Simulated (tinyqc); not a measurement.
# Field, mass and barrier from the scaled variables

Inverse problem. A barrier edge falls as U0 - F x over a width d with F = V/d. With e = (C F^2/m1)^(1/3), C = hbar^2/(2 m0), the Airy arguments at its edges are z1 = (U0 - E)/e and z2 = (U0 - V - E)/e. Find e, m1 and U0.

Parameters, values chosen for the exercise:

| symbol | value | unit | meaning |
|---|---|---|---|
| E | 0.252 | eV | electron energy |
| d | 3 | nm | barrier width |
| V | 1.1 | V | voltage across the barrier |

Constants: q = 1.602176634e-19 C, hbar = 1.054571817e-34 J s, m0 = 9.1093837015e-31 kg, hbar^2/(2 m0) = 0.0380998212 eV nm^2. Results are converted to the units shown.

z1 and z2: 1.6587485  -2.4140714

Solution. z1 - z2 = V/e gives e, its definition gives m1, and U0 = E + z1 e.

e = 0.2701 eV
m1 = 0.2600 m0
U0 = 0.7000 eV

Program tinyqc, `OMP_NUM_THREADS=1 python tinyqc.py 2580040 2580041 out.jsonl`; Intel Xeon 2.30GHz, shared host, one thread, about 0.01 s.
